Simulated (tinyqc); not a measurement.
The internal displacement: deformation potentials from a strained empirical pseudopotential.

Diamond lattice, no spin-orbit coupling. Atomic form factor V(q) = a1 (q^2 - a2)/(a3 exp(a4 q^2) - 1) in rydberg with q in 1/bohr, for the unstrained cell. Under a strain e the reciprocal vectors and k go over into (1 + e)^(-1) G, the atoms sit at +/- tau with tau = (1 + e) a (1,1,1)/8 - zeta a (eyz, ezx, exy)/4, and H(G,G') = c |k + G|^2 delta + (V(q)/det(1 + e)) cos(q.tau), q = G - G', with the term q = 0 left out; c = hbar^2/2m0. The basis is fixed before straining: all G with |k + G|^2 up to 16 (2 pi/a)^2. k is given in units of 2 pi/a of the unstrained cell.

Constants: hbar^2/2m0 = 3.80998211 eV angstrom^2; Ry = 13.60569312 eV; a0 (Bohr radius) = 0.5291772105 angstrom.

Inputs chosen for the exercise (out of a larger set: near those of Si; not measured data):
- a = 5.423 angstrom (lattice constant)
- A = (0.534, 2.167, 2.051, 0.485) (a1 (Ry bohr^2), a2 (1/bohr^2), a3, a4 (bohr^2))
- h = 0.002 (size of the test strain)

Xu of L (level 5, the lowest empty one) and d from exy = eyz = ezx = h for several zeta: Xu = [E(L [111]) - E(L [1-1-1])]/((8/3) h), d = (single valence level - pair)/(3 sqrt(3) h). zeta = 0 strains the bonds with the lattice; zeta = 1 keeps all four bond lengths equal to first order.

Results:

| zeta | Xu (L) (eV) | d (eV) |
|---|---|---|
| 0.00 | 11.41 | 0.47 |
| 0.25 | 11.73 | -1.79 |
| 0.50 | 12.05 | -4.05 |
| 0.60 | 12.18 | -4.96 |
| 0.75 | 12.38 | -6.31 |
| 1.00 | 12.72 | -8.57 |

What can be read from this table?

From zeta = 0 to 1, d goes from 0.47 to -8.57 eV and Xu (L) from 11.41 to 12.72 eV, both nearly linearly: the displacement is an optical-phonon mode, and d = d(0) - zeta d0/4 gives its deformation potential d0 = 36 eV. Leaving the relaxation out (zeta = 0 for 0.5) moves d by +4.52 eV, which reverses its sign, and Xu (L) by -0.64 eV. Tetragonal strain has no such freedom.

Computed by tinyqc, a small Python program: `OMP_NUM_THREADS=1 python tinyqc.py 1880566 1880567 out.jsonl` (the numbers bound the seed that draws the inputs); one thread of a shared host (Intel(R) Xeon(R) Processor @ 2.30GHz), about 0.2 s for the whole set of steps.
